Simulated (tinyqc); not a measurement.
Formation energy of a charged point defect from supercell energies: one step, computed by the program tinyqc.

The host is a compound AB. Making the defect adds n_A = 0, n_B = -1, n_X = 1 atoms to the cell. All total energies are inputs. E_F is counted from the valence-band maximum (VBM); x = 0 is A-rich and x = 1 B-rich growth.

Task: Concentrations at the given E_F and T. E_f(q, E_F) = E_f(q, 0) + q E_F. c_q = N_s exp(-E_f(q, E_F)/k_B T), with all degeneracy factors one and no vibrational entropy.

Inputs (values chosen for the exercise, for a model compound AB):

| quantity | value | unit |
|---|---|---|
| gap E_g | 3.12 | eV |
| dielectric constant eps | 9.83 | - |
| cell length L | 21.3 | angstrom |
| Fermi level E_F | 1.41 | eV |
| temperature T | 600 | K |
| site density N_s | 3.3e+22 | cm^-3 |

Defect: impurity X on a B site. Supercell lattice: bcc.

charge states q: 3  2  1  0

E_f(q, 0) (eV): (q=+3) 2.056918, (q=+2) 2.327297, (q=+1) 3.642324, (q=0) 5.699000

Constants: k_B = 8.617333262e-05 eV/K.

Give: Charge states; lowest formation energy; total concentration; mean charge.

Result:

Charge states:

| q | E_f (eV) | c_q (cm^-3) | share |
|---|---|---|---|
| +3 | 6.287 | 5.137e-31 | 3.678e-11 |
| +2 | 5.147 | 1.919e-21 | 1.374e-01 |
| +1 | 5.052 | 1.205e-20 | 8.626e-01 |
| 0 | 5.699 | 4.457e-26 | 3.191e-06 |

lowest formation energy = 5.052 eV

total concentration = 1.397e-20 cm^-3

mean charge = 1.137 e

State +1 holds 86.3 % of the defects. Caution: the largest image-charge correction in these energies, q^2 alpha e^2/(8 pi eps_0 eps L) with alpha = 2.888462, exceeds a quarter of the gap; the point-charge term alone is then a rough estimate, usually too large for a charge that is spread out.
